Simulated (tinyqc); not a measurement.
Worked calculation: sp3 tight binding, zinc-blende lattice. One step of it, computed by the program tinyqc.

Task: Bloch Hamiltonian at G. Slater-Koster rules over the four bonds with direction cosines (l, m, n): ss V_ss; s-px l V_sp; px-s -l V_sp; px-px l^2 V_pps + (1 - l^2) V_ppp; px-py l m (V_pps - V_ppp); each times exp(i k.d).

Parameters chosen for this model: zinc-blende lattice, anion at 0, cation at a/4 (1,1,1); V = eta hbar^2 / (m d^2), hbar^2/m = 7.619964 eV angstrom^2:

| parameter | value | unit |
|---|---|---|
| a | 5.810000 | angstrom |
| d | 2.515804 | angstrom |
| Es anion | -17.650000 | eV |
| Ep anion | -9.300000 | eV |
| Es cation | -9.550000 | eV |
| Ep cation | -5.080000 | eV |
| eta ss | -1.320000 |  |
| eta sp | 1.420000 |  |
| eta pp sigma | 2.220000 |  |
| eta pp pi | -0.630000 |  |
| V ss | -1.589181 | eV |
| V sp | 1.709573 | eV |
| V pp sigma | 2.672713 | eV |
| V pp pi | -0.758473 | eV |

k point G (2 pi / a): 0  0  0

Give: H(k) at G.

Result:

H(k) at G (eV), lower triangle:
```
          a s    a px    a py    a pz     c s    c px    c py    c pz
a s   -17.650
a px    0.000  -9.300
a py    0.000   0.000  -9.300
a pz    0.000   0.000   0.000  -9.300
c s    -6.357   0.000   0.000   0.000  -9.550
c px    0.000   1.541   0.000   0.000   0.000  -5.080
c py    0.000   0.000   1.541   0.000   0.000   0.000  -5.080
c pz    0.000   0.000   0.000   1.541   0.000   0.000   0.000  -5.080
```
